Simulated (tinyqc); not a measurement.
Precursor delivery and alloy composition in metal-organic vapour-phase epitaxy. From solid share x back to source 2: carrier flow. Computed by tinyqc, a small Python program. Command: `OMP_NUM_THREADS=1 python tinyqc.py 3007558 3007559 out.jsonl movpe inv`. One thread of a shared host (Intel(R) Xeon(R) Processor @ 2.30GHz), about 0.01 s of CPU time with the checks.

Carrier gas leaves each bubbler saturated. Group-III species cross a boundary layer and react at the surface; element 2 can also desorb. The film is (1)_(1-x) (2)_x V with a zinc-blende cell.

Inputs (values chosen for the exercise, close to those used for AlGaAs from TMAl and TMGa): source 1: a in log10(p/torr) = a - b/T = 8.22; source 1: b = 2134 K; source 1: bath temperature = 22 C; source 1: carrier flow = 20 sccm; source 2: a = 8.07; source 2: b = 1703 K; source 2: bath temperature = -10 C; bubbler pressure p_b = 600 torr; group-V hydride flow = 130 sccm; total flow = 15 slm; reactor pressure p = 40 torr; diffusivity D0 at 273.15 K and 760 torr = 0.35 cm^2/s; boundary layer delta = 1.3 cm; prefactor of the surface rate k_s = 1.2e+13 cm/s; energy of k_s = 1.87 eV; prefactor of the loss of element 2 = 3e+17 layers/s; energy of the loss = 3.57 eV; lattice constant a = 5.655 angstrom; growth temperature T = 670 C.

Constants: k_B = 1.380649e-23 J/K; k_B = 8.617333262e-05 eV/K.

Method:
- Temperatures in kelvin are T(C) + 273.15.
- Vapour pressure p_v = 10^(a - b/T); precursor flow = carrier flow x p_v/(p_b - p_v); 1 sccm = 44.615 micromol/min; V/III = hydride flow over the sum of both; gas share x_g = F2/(F1 + F2).
- Partial pressure p_i = p F_i/(44615 x total flow in slm); density n_i = p_i/(k_B T), 1 torr = 133.322 Pa; D = D0 (T/273.15)^1.75 (760/p), h = D/delta, the same for both; k_s = prefactor x exp(-energy/(k_B T)); arrival J_i = n_i/(1/h + 1/k_s); in layers per second g_i = J_i a^2/2 (two group-III sites per a^2 on (001)).
- Loss of element 2 is r x with r = prefactor x exp(-energy/(k_B T)). Then x = (g2 - r x)/(g1 + g2 - r x), or r x^2 - (g1 + g2 + r) x + g2 = 0, smaller root; growth rate G = g1/(1 - x) layers/s; one layer is a/2 thick, 1 angstrom/s = 0.36 um/h.
- Distribution coefficient = [x/(1 - x)]/[x_g/(1 - x_g)], x_g = g2/(g1 + g2).

Task: A run gave the result below. Find the source 2: carrier flow, known to lie between 19 and 43 sccm.

solid share x = 0.8605713

Result:

Each step takes the trial c = (a f_b - b f_a)/(f_b - f_a), f being the result less the target and a, b, c the logarithms of the listed values; c replaces end b, the old b replaces a if the sign of f changed, and otherwise f_a is halved.

Scan of the range:
```
source 2: carrier flow (sccm)  solid share x
19.0                                0.801249
21.8                                0.822363
24.9                                0.841061
28.6                                0.858804
32.8                                0.874687
37.5                                0.888700
43.0                                0.901580
```

False position (Illinois rule, in the logarithm of the input) inside the bracket:
```
step    end a    end b    trial  solid share x
1     28.6000  32.8000  29.0393       0.860652
2     28.6000  29.0393  29.0025       0.860498
3     29.0393  29.0025  29.0200       0.860571
4     29.0025  29.0200  29.0200       0.860571
```

Solid share x rises at every point of a 13-point scan of the range (every second point is shown), so one value fits; it is bracketed by 28.6 and 32.8. Answer: source 2: carrier flow = 29.02 sccm.

Caution: trimethylaluminium is largely a dimer in the vapour, which would double its metal flow; it is counted as a monomer here. Caution: the lattice constant is held fixed as x changes, delta does not respond to the flow, both precursors share one D and k_s, and gas-phase side reactions are left out.
